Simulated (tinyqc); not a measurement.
# Undoped symmetric double-gate MOSFET, analytic potential model, step by step

tinyqc, about 0.01 s, one thread, Intel Xeon 2.30GHz (shared host): `OMP_NUM_THREADS=1 python tinyqc.py 2440021 2440022 out.jsonl` Printed values are rounded.

An undoped body of thickness ts between two equal insulators and tied gates; long channel, electrons only, n = ni exp((psi - V)/Vt) with V the quasi-Fermi potential (0 at the source, Vd at the drain), constant mobility, no quantisation. Across the body psi(x) = V - 2 Vt ln[(ts/(2 beta)) sqrt(q ni/(2 eps0 eps_r Vt)) cos(2 beta x/ts)], x from the centre. Q is the electron charge per area of the whole body.

Inputs (values chosen for the exercise); material values close to those of gallium arsenide: temperature T = 273 K; band gap Eg = 1.4 eV; relative permittivity of the semiconductor eps_r = 12.8; conduction-band density of states at T Nc = 3.75e17 cm^-3; valence-band density of states at T Nv = 7.7e18 cm^-3; relative permittivity of the gate insulator eox = 22.6; insulator thickness tox = 13 nm; body thickness ts = 10 nm; gate work function less that of the intrinsic body dphi = -0.16 V; channel mobility mu = 220 cm^2/(V s); gate length L = 1 um; gate voltage Vg = 0.68 V; drain voltage Vd = 1 V.

Constants: q = 1.602176634e-19 C, kB = 1.380649e-23 J/K, Vt = kB T/q, eps0 = 8.8541878128e-14 F/cm where lengths are in cm. Results are converted to the units shown.

Range of the model: The surface density at the source passes 0.3 Nc, where Boltzmann statistics fail.

## Constants of the body

ni = sqrt(Nc Nv) exp(-Eg/(2 Vt)), Eg in volts; r = eps_r tox/(eox ts); V0 = dphi + 2 Vt ln[(2/ts) sqrt(2 eps0 eps_r Vt/(q ni))].

ni = 2.03120e5 cm^-3
r = 0.736283
V0 = 0.534259 V

## Iteration 1: beta at the source by Newton steps

beta at the start = 0.8

With V = 0: f = ln(beta) - ln(cos beta) + 2 r beta tan(beta) - (Vg - V0)/(2 Vt); f' = 1/beta + tan(beta) + 2 r [tan(beta) + beta/cos^2(beta)]; beta(new) = beta - f/f'.

f = -1.74632
f' = 6.22282
beta after iteration 1 = 1.08063

## Iteration 2: beta at the source by Newton steps

As before.

f = 0.715596
f' = 12.7393
beta after iteration 2 = 1.02446

## Course of the iteration: beta at the source by Newton steps

Stop when beta changes by less than 1e-11, or after 40 iterations. beta must stay between 0 and pi/2.

Course of the iteration:

| iteration | beta | \|change\| |
|---|---|---|
| 1 | 1.08063 | 0.281 |
| 2 | 1.02446 | 0.0562 |
| 3 | 1.01860 | 5.86e-3 |
| 4 | 1.01855 | 5.22e-5 |
| 5 | 1.01855 | 4.05e-9 |
| 6 | 1.01855 | 0 |

Converged in 6 iterations. At the end the number of correct digits about doubles with each step.

## Charges and drain current

beta_s = 1.01855
beta_d = 1.30281e-8

beta (between 0 and pi/2) solves (Vg - V0 - V)/(2 Vt) = ln(beta) - ln(cos beta) + 2 r beta tan(beta). Q = 8 eps0 eps_r Vt beta tan(beta)/ts; I = mu (1/L)(4 eps0 eps_r/ts)(2 Vt)^2 [g(beta_s) - g(beta_d)] per width, g = beta tan(beta) - beta^2/2 + r beta^2 tan^2(beta), with beta_s at V = 0 and beta_d at V = Vd.

Qs = 352.565 nC/cm^2
Qd = 3.62032e-14 nC/cm^2
g(beta_s) = 3.14588
g(beta_d) = 8.48658e-17
I = 6.94567 uA/um

The term r beta^2 tan^2(beta), which gives the square law, makes up 63.9 % of g at the source.

## Potential and electron density across the body at the source

| point | x/ts |
|---|---|
| 0 | 0 |
| 1 | 0.1 |
| 2 | 0.2 |
| 3 | 0.3 |
| 4 | 0.4 |
| 5 | 0.45 |
| 6 | 0.5 |

psi(x) as above with V = 0 and beta = beta_s; n = ni exp(psi/Vt).

| point | psi (V) | n (cm^-3) |
|---|---|---|
| 0 | 0.695123 | 1.38113e18 |
| 1 | 0.696106 | 1.44007e18 |
| 2 | 0.699141 | 1.63837e18 |
| 3 | 0.704518 | 2.05904e18 |
| 4 | 0.712857 | 2.93497e18 |
| 5 | 0.718500 | 3.73067e18 |
| 6 | 0.725476 | 5.01847e18 |

The density at the surface is 3.63 times that at the centre (1/cos^2 beta). It reaches 13 Nc, where Boltzmann statistics overestimate it.
